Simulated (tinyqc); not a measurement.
Site energy and hopping from one surface Green function.

Question. A semi-infinite chain with site energy e0 and hopping -t has g_s = 1/(E - e0 - t^2 g_s). Inside the band |g_s| = 1/t and Re g_s = (E - e0)/(2 t^2). Find t and e0.

g_s at E = 1.16 eV = 0.00573980-0.35709673i 1/eV

Answer. t = 1/|g_s|, and e0 = E - 2 t^2 Re g_s.

t = 2.80 eV
e0 = 1.07 eV

Computed by the program tinyqc: `OMP_NUM_THREADS=1 python tinyqc.py 2680129 2680130 out.jsonl`, one thread of a shared Intel Xeon 2.30GHz, about 0.1 s for the whole run.
